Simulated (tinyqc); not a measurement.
Raising U: Hubbard chain of 5 sites, mean field against exact. Computed by the program tinyqc. Collinear unrestricted mean field (the lowest of 40 random starts) against exact diagonalisation.

one-body matrix (hopping and site energies) (eV):
```
         1        2        3        4        5
1   0.0000  -1.2100   0.0000   0.0000   0.0000
2  -1.2100   0.0000  -1.2100   0.0000   0.0000
3   0.0000  -1.2100   0.0000  -1.2100   0.0000
4   0.0000   0.0000  -1.2100   0.0000  -1.2100
5   0.0000   0.0000   0.0000  -1.2100   0.0000
```

electrons, up and down: 3  2

Exact and mean-field results (eV):
```
U            U/t    E exact  E mean field  mean |n_up - n_down|  double occupancy, exact  first gap in the sector
0.6000    0.4959  -5.942375     -5.915467                0.2312                   0.2126                   1.1541
2.4200    2.0000  -4.300523     -3.932024                0.4597                   0.1488                   0.9434
3.6300    3.0000  -3.514648     -2.947206                0.6835                   0.1123                   0.8050
4.8400    4.0000  -2.925142     -2.303024                0.8098                   0.0840                   0.6869
7.2600    6.0000  -2.144442     -1.579165                0.9127                   0.0489                   0.5157
9.6800    8.0000  -1.672926     -1.195681                0.9504                   0.0309                   0.4062
14.5200  12.0000  -1.150090     -0.802446                0.9779                   0.0150                   0.2814
24.2000  20.0000  -0.701688     -0.483091                0.9920                   0.0057                   0.1723
```

Estimate the missing row, U = 1.21.

Computed row:
```
U          U/t    E exact  E mean field  mean |n_up - n_down|  double occupancy, exact  first gap in the sector
1.2100  1.0000  -5.326787     -5.219728                0.2783                   0.1910                   1.0877
```

In absolute terms mean field is worst at U/t = 4.0, 0.622 eV too high: at small U it is nearly exact, and at large U it misses only exchange-scale energies. Relative to the exact energy its error is 0.5 % at the smallest U, 31 % at most and 31 % at the largest. The double occupancy falls from 0.213 to 0.006; at the largest U the first gap is 0.71 times the exchange scale 4t^2/U.
